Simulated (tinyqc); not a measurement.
Metal-induced gap states at the contact of a metal chain and a two-band chain, step by step. Values are carried at full precision from step to step, so a last printed digit may differ when a step is redone from the rounded ones.

The semiconductor alternates sites A at -Eg/2 and C at +Eg/2 with hopping -t; the gap runs from -Eg/2 to Eg/2. In the gap cosh(q a) = 1 + (Eg^2/4 - E^2)/(2 t^2) and the amplitude changes by -exp(-q a) a period. The metal has site energy 0 and hopping -tm; its end site has g_m = (E - i sqrt(4 tm^2 - E^2))/(2 tm^2). Sites 1, 2, ... count into the semiconductor, with energies e1, e2 alternating. The clean half chain has g1 = 1/(E - e1 - t^2 g2), g2 = 1/(E - e2 - t^2 g1), decaying root. With the contact G11 = 1/(1/g1 - tc^2 g_m), and the density on site j is -Im G_jj/pi = |psi_j/psi_1|^2 (-Im G11/pi), per spin, with psi_2/psi_1 = -t g2, psi_3/psi_2 = -t g1.

Constants: e^2/(4 pi eps0) = 14.39964547 eV angstrom.

Inputs chosen for the exercise (gap and optical dielectric constant near those of HfO2; the chain itself is a model; shifted at random, so the results belong to these values and not to a real crystal):
- Eg = 5.51 eV (gap)
- t = 2.33 eV (hopping in the semiconductor)
- a = 3.6 angstrom (period (two sites); one chain for each area a^2)
- E = 1.09 eV (energy from mid-gap)
- tm = 2.84 eV (hopping in the metal)
- tc = 2.71 eV (hopping across the contact)
- end = C (site that touches the metal)
- eps = 3.9 (dielectric constant)

## Decay in the gap

Form cosh(q a), l = exp(-q a), q and the decay length 1/(2q) of the density.

cosh(q a) = 1.58962
l = 0.35395
q = 0.28850 1/angstrom
xi, the decay length of the density = 1.733 angstrom

## Green functions

The decaying root is g1 = (1 - l)/(E - e1), g2 = (1 - l)/(E - e2), l = exp(-q a). Form them, g_m and G11.

g1, g2 (1/eV): -0.38802  0.16802

g_m = 0.06757-0.34557i 1/eV
G11 = -0.19346-0.15975i 1/eV

## Density site by site

D1 = -Im G11/pi, D2 = (t g2)^2 D1, and each further period multiplies by l^2. The sum over all sites is (D1 + D2)/(1 - l^2). The Green functions stand in the order g1, g2.

density on sites 1 to 8 (1/eV): 0.05085  0.00779  0.00637  0.00098  0.00080  0.00012  0.00010  0.00002

Ds, the density per spin summed over the semiconductor = 0.06704 1/eV

The first period holds 87 % of the gap states at this energy.

## Pinning factor

Gap states per area N = 2 Ds/a^2 (two spins). Charge in them sits a distance xi from the metal, so S = 1/(1 + 4 pi e^2 N xi/eps), e^2 meaning e^2/(4 pi eps0); S is the change of the barrier per change of the metal work function.

N = 1.035e+14 1/(eV cm^2)
4 pi e^2 N xi/eps = 0.8319
S = 0.5459

Partial pinning, between the Bardeen (0) and Schottky (1) limits.

## Checks

- g1 from the closed form against decimation: both -0.388020.

(tinyqc, `OMP_NUM_THREADS=1 python tinyqc.py 1452822 1452823 out.jsonl`, Intel(R) Xeon(R) Processor @ 2.30GHz, 1 thread, shared host, about 0.01 s.)
